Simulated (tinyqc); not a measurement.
Hall effect and magnetoresistance of several carrier groups with constant relaxation times: one step, computed by the program tinyqc. Command: `OMP_NUM_THREADS=1 python tinyqc.py 3028822 3028823 out.jsonl hall2 walk`. One thread of a shared host (Intel(R) Xeon(R) Processor @ 2.30GHz), about 0.01 s of CPU time with the checks.

Group 1 has charge +e and group 2 charge +e; s_i is that sign. B lies along z; mu B is formed with mu in m^2/(V s).

Problem. Conductivity of each group. sigma_xx = sum n_i e mu_i/(1 + mu_i^2 B^2); sigma_xy = sum s_i n_i e mu_i^2 B/(1 + mu_i^2 B^2).

Inputs (values chosen for the exercise, for a model conductor):

| quantity | value | unit |
|---|---|---|
| density n1 | 4.9e+18 | 1/cm^3 |
| mobility mu1 | 130000 | cm^2/(V s) |
| density n2 | 1.4e+20 | 1/cm^3 |
| mobility mu2 | 69000 | cm^2/(V s) |
| magnetic field B | 6.8 | T |

Carriers: light and heavy holes. Densities: per volume.

Constants: e = 1.602176634e-19 C.

Give: Parts (S/cm); sigma_xx; sigma_xy; sigma at B = 0.

Solution.

Parts (S/cm):

| group | mu B | sigma_xx | sigma_xy |
|---|---|---|---|
| group 1 | 88.4 | 13.06 | 1154 |
| group 2 | 46.92 | 702.7 | 32971 |

sigma_xx = 715.8 S/cm

sigma_xy = 34125 S/cm

sigma at B = 0 = 1.650e+06 S/cm
